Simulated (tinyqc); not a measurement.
From results back to parameters: optical gain and spontaneous emission in a bulk direct-gap semiconductor. Five cases, with inputs chosen for the exercise.

Problem. The gain spectrum crosses zero at E0 = Eg + Fc + Fv; n = p is hidden.

F_j(eta) = (1/Gamma(j + 1)) integral_0^infinity x^j dx/(1 + exp(x - eta)), which tends to exp(eta) for eta << 0.

Quasi-Fermi levels: n = Nc F_1/2(Fc/kT) and p = Nv F_1/2(Fv/kT), Fc counted up from the conduction edge and Fv down from the valence edge; Nc, Nv from N = 2 (m kB T/(4 pi c))^(3/2) with c = hbar^2/2m0, in 1/angstrom^3; times 1e24 for 1/cm^3, with me and (mhh^(3/2) + mlh^(3/2))^(2/3).

Constants: hbar^2/2m0 = 3.80998211 eV angstrom^2; kB = 8.617333262e-05 eV/K.

Find: Fc; Fv; n.

Method. Fc + Fv rises steadily with n, so one n gives E0 - Eg; solve by bisection on ln n.

Case 1.

Values chosen (near those of GaAs; the results hold for these values, not for the real material): Eg = 1.466 eV (direct gap); me = 0.0695 m0 (electron mass); mhh = 0.522 m0 (heavy-hole mass); mlh = 0.0787 m0 (light-hole mass); T = 400 K.

E0 = 1.51063 eV

Solution.

Fc = 0.099 eV
Fv = -0.054 eV
n = 3.0e+18 1/cm^3

Case 2.

Values chosen (near those of GaN; the results hold for these values, not for the real material): Eg = 3.52 eV (direct gap); me = 0.2064 m0 (electron mass); mhh = 1.46 m0 (heavy-hole mass); mlh = 0.2939 m0 (light-hole mass); T = 400 K.

E0 = 3.65271 eV

Solution.

Fc = 0.160 eV
Fv = -0.028 eV
n = 2.9e+19 1/cm^3

Case 3.

Values chosen (near those of GaAs; the results hold for these values, not for the real material): Eg = 1.429 eV (direct gap); me = 0.0666 m0 (electron mass); mhh = 0.491 m0 (heavy-hole mass); mlh = 0.0843 m0 (light-hole mass); T = 200 K.

E0 = 1.45764 eV

Solution.

Fc = 0.054 eV
Fv = -0.025 eV
n = 1.1e+18 1/cm^3

Case 4.

Values chosen (near those of InGaAs; the results hold for these values, not for the real material): Eg = 0.739 eV (direct gap); me = 0.0408 m0 (electron mass); mhh = 0.479 m0 (heavy-hole mass); mlh = 0.0526 m0 (light-hole mass); T = 200 K.

E0 = 0.80793 eV

Solution.

Fc = 0.093 eV
Fv = -0.024 eV
n = 1.1e+18 1/cm^3

Case 5.

Values chosen (near those of InP; the results hold for these values, not for the real material): Eg = 1.319 eV (direct gap); me = 0.0811 m0 (electron mass); mhh = 0.61 m0 (heavy-hole mass); mlh = 0.0906 m0 (light-hole mass); T = 350 K.

E0 = 1.41510 eV

Solution.

Fc = 0.127 eV
Fv = -0.031 eV
n = 5.1e+18 1/cm^3

Computed by tinyqc, one run a case: `OMP_NUM_THREADS=1 python tinyqc.py N N+1 out.jsonl` with N = 1650008, 1650026, 1650031, 1650070, 1650115; one thread of a shared Intel(R) Xeon(R) Processor @ 2.30GHz, about 0.09 s a run at most.
